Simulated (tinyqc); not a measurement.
# Gate-all-around wire with two subbands, quantum capacitance: effect of the temperature

phi is the Fermi level above the lowest subband edge, in volts; Vg is counted from the gate voltage at which an empty wire would have phi = 0. Both directions of motion are filled (equilibrium).

N1 = gv sqrt(2 md m0 kB T/(pi hbar^2)); n1 = N1 F(phi/Vt), n2 = g2 N1 F((phi - E2)/Vt), n = n1 + n2, F(e) = (1/sqrt(pi)) int_0^infinity u^(-1/2) du/(1 + exp(u - e)); Cq = q dn/dphi = (q N1/Vt) [F'(phi/Vt) + g2 F'((phi - E2)/Vt)]. Cox = 2 pi eps0 eox/ln(1 + tox/rw) per length; Vg = phi + q n/Cox. 1/C_G = 1/Cox + 1/(Cq); dphi/dVg = Cox/(Cox + Cq).

Values chosen for this exercise:
```
symbol  value  unit                                                                 meaning
eox       3.9        relative permittivity of the gate insulator (close to silicon dioxide)
tox       1.2    nm                                                     insulator thickness
md      0.032    m0                                                     mass along the wire
gv          1                                                             valley degeneracy
E2       0.29    eV                                          second subband above the first
g2          2                                      orbital degeneracy of the second subband
rw        2.2    nm                                                      radius of the wire
Vg       1.02     V                                                            gate voltage
```

Constants: q = 1.602176634e-19 C, kB = 1.380649e-23 J/K, hbar = 1.054571817e-34 J s, m0 = 9.1093837015e-31 kg, Vt = kB T/q, eps0 = 8.8541878128e-14 F/cm where lengths are in cm. Results are converted to the units shown.

The same in every row: Cox (pF/cm) = 4.9841.

Result of one run:
```
T (K)	phi (V)	n (cm^-1)	Cq (pF/cm)	C_G (pF/cm)	dphi/dVg	share of the second band (%)
500	0.64683	1.1609e7	2.1837	1.5184	0.69535	59.654
```

What becomes of these results when the temperature T is changed from 500 to 200 K, all else the same?

Result of the changed run:
```
T (K)	phi (V)	n (cm^-1)	Cq (pF/cm)	C_G (pF/cm)	dphi/dVg	share of the second band (%)
200	0.64580	1.1641e7	2.1539	1.5039	0.69825	59.734
```

The whole series:
```
T (K)	phi (V)	n (cm^-1)	Cq (pF/cm)	C_G (pF/cm)	dphi/dVg	share of the second band (%)
50	0.64563	1.1646e7	2.1498	1.5020	0.69865	59.747
77	0.64564	1.1646e7	2.1499	1.5020	0.69864	59.746
120	0.64568	1.1644e7	2.1509	1.5025	0.69855	59.743
200	0.64580	1.1641e7	2.1539	1.5039	0.69825	59.734
300	0.64603	1.1633e7	2.1601	1.5070	0.69764	59.717
400	0.64637	1.1623e7	2.1697	1.5117	0.69670	59.691
500	0.64683	1.1609e7	2.1837	1.5184	0.69535	59.654
```

As T goes from 50 to 500, Cq rises from 2.15 to 2.18 pF/cm, C_G/Cox rises from 0.301 to 0.305 and n stays near 1.16e7 cm^-1. Cq is below Cox in every row, so the density of states limits the response dn/dVg more than the insulator does. In every row phi exceeds 0.3 V, where non-parabolicity and further bands matter for so light a mass.

Computed by the program tinyqc: `OMP_NUM_THREADS=1 python tinyqc.py 2200042 2200043 out.jsonl`, one thread of a shared Intel Xeon 2.30GHz, about 0.01 s for the whole run.
